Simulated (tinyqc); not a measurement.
Lorentz oscillators and the Kramers-Kronig relations: sweeps and comparisons. A value that a table varies takes the place of the one given here.

eps(E) = 1 + sum_j S_j/(E0_j^2 - E^2 - i G_j E).

Kramers-Kronig: eps1(E) = 1 + (2/pi) P integral_0^infinity E1 eps2(E1)/(E1^2 - E^2) dE1. Maclaurin rule on the grid E_j = j h, j = 1 .. M: eps1(E_i) = 1 + (4 h/pi) sum over j with j - i odd of E_j eps2(E_j)/(E_j^2 - E_i^2); nothing is added above E_M.

n + i k = sqrt(eps1 + i eps2) with k >= 0; R = ((n - 1)^2 + k^2)/((n + 1)^2 + k^2) at normal incidence from vacuum; alpha = 2 E k/(hbar c), times 1e8 for 1/cm; loss function Im(-1/eps) = eps2/(eps1^2 + eps2^2).

Constants: hbar c = 1973.269805 eV angstrom.

Parameters, chosen for this exercise (line positions loosely like those of GaAs; Lorentz tails absorb below the gap, where the real solid is clear; the results hold for these values, not for the real material):
```
symbol  value               unit  meaning
E0      (3.09, 4.83, 6.37)  eV    resonances
G       (0.47, 0.82, 1.16)  eV    widths
S       (27.6, 88.9, 56.5)  eV^2  strengths
h       0.5                 eV    grid step
M       30                        grid points E_j = j h
E_t     1                   eV    energy below the first line
E       4.77                eV    photon energy
```

## Numerical transform against the formula

Every third grid point is listed; the error is the transform minus the formula.

Dielectric function:
```
E (eV)   eps2  eps1 formula  eps1 transform   error
1.00    0.365         9.621           8.269  -1.352
2.50    3.400        15.192          19.555   4.364
4.00    6.091         9.383          10.545   1.162
5.50    8.486        -5.369          -7.245  -1.875
7.00    4.147        -6.470          -6.183   0.287
8.50    0.788        -2.846          -3.102  -0.257
10.00   0.317        -1.367          -1.220   0.146
11.50   0.168        -0.638          -0.781  -0.143
13.00   0.102        -0.214          -0.146   0.067
14.50   0.067         0.059          -0.047  -0.106
```

What does this show, and why?

The largest error listed is +4.364 at 2.50 eV. The rule samples every 2h = 1 eV and the narrowest line is 0.47 eV wide, so it is not resolved. The grid ends at 15 eV, where eps2 is still 0.060; the error at the last point listed, nearest the missing tail, is -0.106.

## How far the spectrum must be known

The integrals are done by adaptive quadrature and cut at E_cut. f-sum share: (2/pi) integral of E eps2 over sum S. Static share: (2/pi) integral of eps2/E over eps(0) - 1.

Cut integrals:
```
E_cut (eV)  eps1(E_t)  f-sum share  static share
5.1             7.487        0.475         0.744
7.0             9.282        0.827         0.959
9.6             9.562        0.924         0.993
12.7            9.601        0.950         0.998
19.1            9.616        0.969         0.999
31.9            9.620        0.982         1.000
```

eps1(E_t) from the formula = 9.621

What can be read from the table?

Cut at 7 eV, just above the last line, eps1(E_t) lacks 0.339; cut at 31.9 eV it lacks 0.001. At 9.6 eV the static sum has reached 0.993 and the f-sum only 0.924: the f-sum weights eps2 by E and the static sum by 1/E, so the f-sum needs the far tail.

## Optical constants across the spectrum

Spectrum:
```
E (eV)    eps1    eps2      n      k      R    loss
0.96     9.577   0.346  3.095  0.056  0.262   0.004
2.26    13.292   2.015  3.656  0.275  0.328   0.011
3.56     3.879   6.094  2.356  1.293  0.271   0.117
4.86     0.471  23.497  3.462  3.393  0.559   0.043
6.17    -2.890   8.980  1.809  2.482  0.485   0.101
7.47    -5.040   2.139  0.466  2.293  0.748   0.071
8.77    -2.480   0.647  0.204  1.588  0.795   0.099
10.08   -1.315   0.305  0.132  1.154  0.798   0.167
11.38   -0.682   0.176  0.105  0.833  0.780   0.354
12.68   -0.288   0.112  0.103  0.547  0.728   1.174
13.99   -0.022   0.077  0.171  0.226  0.519  12.020
15.29    0.166   0.056  0.413  0.067  0.174   1.813
```

How do the results move?

Among the energies listed the largest values are at (eV): eps2 4.86; n 2.26; k 4.86; R 10.08; loss 13.99. eps1 crosses zero at 4.87 and 14.12 eV; the last crossing is upward and marks the plasmon, against sqrt(sum S) = 13.15 eV for free electrons.

## What each oscillator parameter does

At the energy E. Each row changes one parameter from the base and keeps the others.

Results:
```
case                            eps1    eps2      n      k      R
base                           5.136  23.488  3.820  3.075  0.533
E0 = (3.244, 4.83, 6.37) eV    4.984  23.544  3.811  3.089  0.534
G = (0.705, 0.82, 1.16) eV     5.204  23.643  3.835  3.083  0.533
S = (33.12, 88.9, 56.5) eV^2   4.729  23.557  3.792  3.106  0.535
E = 5.008 eV                  -5.352  19.779  2.751  3.595  0.592
```

How do the results move?

The largest shifts from the base row, up to three for each result and ties (the steps differ in size, so this ranks the rows, not the parameters). eps1: E -10.487, S -0.406, E0 -0.152. eps2: E -3.709, G +0.155, S +0.069. n: E -1.068, S -0.028, G +0.015. k: E +0.520, S +0.032, E0 +0.014. R: E +0.060, S +0.002, E0 +0.001; unchanged at the printed digits by G.

tinyqc: `OMP_NUM_THREADS=1 python tinyqc.py 1680469 1680470 out.jsonl`; about 0.1 s, one thread, shared Intel(R) Xeon(R) Processor @ 2.30GHz.
